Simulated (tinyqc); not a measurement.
Standing waves and exposure in a photoresist film: one step. Round trip and reflectance. Five cases, with inputs chosen for the exercise.

Problem. Form p^2, the denominator and R; the period of the standing wave is lam/(2 n1).

Normal incidence from air. Unexposed resist: N1 = n1 + i k1 with k1 = (A + B) lam/(4 pi), lam in micrometres. r01 = (1 - N1)/(1 + N1), t01 = 2/(1 + N1). Below the resist lie the layer Na = na + i ka and the substrate Ns = ns + i ks: r12 = (r1a + ras x)/(1 + r1a ras x), x = exp(4 pi i Na da/lam), r1a = (N1 - Na)/(N1 + Na), ras = (Na - Ns)/(Na + Ns). With p = exp(2 pi i N1 d/lam), the field at depth z is E(z) = t01 [exp(2 pi i N1 z/lam) + r12 p^2 exp(-2 pi i N1 z/lam)]/(1 + r01 r12 p^2), the relative intensity I(z) = n1 |E(z)|^2 and the reflectance R = |(r01 + r12 p^2)/(1 + r01 r12 p^2)|^2.

Case 1.

Values chosen (out of a larger set: a resist on Cu, indices near tabulated ones; not measured data): d = 131 nm (resist thickness); lam = 193 nm (vacuum wavelength).

N1 = 1.6870000+0.0110581i
r01 = -0.255688-0.003063i
r12 = -0.047519-0.015604i

Case 2.

Values chosen (out of a larger set: a resist on Si, indices near tabulated ones; not measured data): d = 602 nm (resist thickness); lam = 365 nm (vacuum wavelength).

N1 = 1.7080000+0.0220748i
r01 = -0.261497-0.006020i
r12 = 0.264691+0.112808i

Case 3.

Values chosen (out of a larger set: a resist on polySi, indices near tabulated ones; not measured data): d = 345 nm (resist thickness); lam = 248 nm (vacuum wavelength).

N1 = 1.7950000+0.0073020i
r01 = -0.284441-0.001869i
r12 = 0.232715-0.046903i

Case 4.

Values chosen (out of a larger set: a resist on W, indices near tabulated ones; not measured data): d = 817 nm (resist thickness); lam = 365 nm (vacuum wavelength).

N1 = 1.6940000+0.0162656i
r01 = -0.257637-0.004482i
r12 = -0.152359+0.045293i

Case 5.

Values chosen (out of a larger set: a resist on Si, indices near tabulated ones; not measured data): d = 1098 nm (resist thickness); lam = 365 nm (vacuum wavelength).

N1 = 1.7190000+0.0212034i
r01 = -0.264480-0.005736i
r12 = 0.085935-0.536155i

Give: p^2; 1 + r01 r12 p^2; R; period.

Solution.

Case 1.

p^2 = -0.2270+0.8812i
1 + r01 r12 p^2 = 0.9936+0.0097i
R = 0.0559
period = 57.20 nm

The film holds 2.29 periods.

Case 2.

p^2 = -0.4213-0.4722i
1 + r01 r12 p^2 = 1.0142+0.0455i
R = 0.1301
period = 106.85 nm

The film holds 5.63 periods.

Case 3.

p^2 = 0.8796-0.0323i
1 + r01 r12 p^2 = 0.9421+0.0135i
R = 0.0103
period = 69.08 nm

The film holds 4.99 periods.

Case 4.

p^2 = -0.5476-0.3172i
1 + r01 r12 p^2 = 0.9749-0.0065i
R = 0.0273
period = 107.73 nm

The film holds 7.58 periods.

Case 5.

p^2 = -0.2457+0.3753i
1 + r01 r12 p^2 = 0.9533-0.0444i
R = 0.0353
period = 106.17 nm

The film holds 10.34 periods.

Computed by tinyqc, one run a case: `OMP_NUM_THREADS=1 python tinyqc.py N N+1 out.jsonl` with N = 1650827, 1650844, 1650876, 1650929, 1651048; one thread of a shared Intel(R) Xeon(R) Processor @ 2.30GHz, about 0.01 s a run at most.
